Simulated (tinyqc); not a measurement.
# Small-signal admittance of a forward-biased p+-n diode: effects of single changes

Holes injected into a neutral base of width wb with an ohmic contact at its end; low injection, p0 far above the equilibrium density. A small voltage v exp(i w t), w = 2 pi f, modulates the edge density by p0 v/Vt, and the small-signal density obeys Dp d2p/dx2 = (1/tau + i w) p.

Values chosen for this exercise; permittivity close to that of gallium arsenide: temperature T = 275 K; relative permittivity eps_r = 12.9; donor density of the base Nd = 5.1e15 cm^-3; hole diffusion coefficient Dp = 6.2 cm^2/s; hole lifetime tau = 1e-7 s; width of the neutral base wb = 17 um; excess hole density at the junction edge p0 = 1.4e12 cm^-3; acceptor density of the p+ side Na = 1e19 cm^-3; series resistance Rs = 0.00016 ohm cm^2; signal frequency f = 3.3e5 Hz.

Constants: q = 1.602176634e-19 C, kB = 1.380649e-23 J/K, Vt = kB T/q, eps0 = 8.8541878128e-14 F/cm where lengths are in cm. Results are converted to the units shown.

Each table varies one quantity; the others keep the values above.

## Admittance against frequency

L = sqrt(Dp tau); direct current J = (q Dp p0/L) coth(wb/L); k = sqrt(1 + i w tau)/L; diffusion admittance Y = (q Dp p0/Vt) k coth(k wb) = G + i w C_diff; junction capacitance C_j = sqrt(q eps0 eps_r Nd/(2 Vr)) in the depletion approximation, with the remaining barrier Vr = Vt ln(Na/p0), a rough value under forward bias; base-width modulation is left out. Measured admittance 1/[Rs + 1/(Y + i w C_j)].

The same in every row: C_j (uF/cm^2) = 0.03532.

Results:
```
f (Hz)	w tau	G (S/cm^2)	C_diff (uF/cm^2)	measured G (S/cm^2)	measured C (uF/cm^2)	phase of the measured Y (degrees)
5000	0.003142	0.07654	0.003387	0.07654	0.03871	0.9102
20000	0.01257	0.07654	0.003387	0.07654	0.03871	3.636
90000	0.05655	0.07656	0.003386	0.07656	0.03871	15.96
4e5	0.2513	0.07691	0.003376	0.07691	0.03870	51.67
2e6	1.257	0.08459	0.003163	0.08463	0.03849	80.07
7e6	4.398	0.1238	0.002250	0.1242	0.03757	85.70
3e7	18.85	0.2350	0.001182	0.2425	0.03650	87.98
5e8	314.2	0.9356	2.969e-4	2.938	0.03560	88.50
```

Estimate the missing row, f = 1e8 Hz.

Computed row:
```
f (Hz)	w tau	G (S/cm^2)	C_diff (uF/cm^2)	measured G (S/cm^2)	measured C (uF/cm^2)	phase of the measured Y (degrees)
1e8	62.83	0.4211	6.596e-4	0.5028	0.03598	88.73
```

With this row back in the table: G starts at J/Vt = 0.0765 S/cm^2 and C_diff at (J tau/(2 Vt))(1 - 2 x/sinh 2x) = 0.00339 uF/cm^2, x = wb/L = 2.16. Between the last two rows G goes as f^(0.50) and C_diff as f^(-0.50); the limits are 1/2 and -1/2, reached when the signal penetrates only sqrt(Dp/w). The measured C is within 0.01 % of C_diff + C_j in the first row and 0.062 % below it in the last, the difference being due to Rs.

## Effect of the width of the neutral base

Same model as above.

The same in every row: w tau = 0.2073; C_j (uF/cm^2) = 0.03532.

Effect of the width of the neutral base:
```
wb (um)	G (S/cm^2)	C_diff (uF/cm^2)	measured G (S/cm^2)	measured C (uF/cm^2)	phase of the measured Y (degrees)
0.39	1.506	1.230e-4	1.506	0.03543	2.793
0.78	0.7548	2.458e-4	0.7547	0.03556	5.580
1.5	0.3960	4.710e-4	0.3959	0.03579	10.62
3.1	0.1990	9.583e-4	0.1990	0.03628	20.71
6.1	0.1147	0.001783	0.1147	0.03710	33.84
12	0.08210	0.002907	0.08210	0.03823	44.00
24	0.07521	0.003627	0.07521	0.03895	47.04
47	0.07493	0.003706	0.07493	0.03903	47.20
```

As wb goes from 0.39 to 47, G falls from 1.51 to 0.0749 S/cm^2, C_diff rises from 1.23e-4 to 0.00371 uF/cm^2 and the measured C rises from 0.0354 to 0.0390 uF/cm^2. C_diff stays below C_j.

Computed by the program tinyqc: `OMP_NUM_THREADS=1 python tinyqc.py 2890191 2890192 out.jsonl`, one thread of a shared Intel Xeon 2.30GHz, about 0.01 s for the whole run.
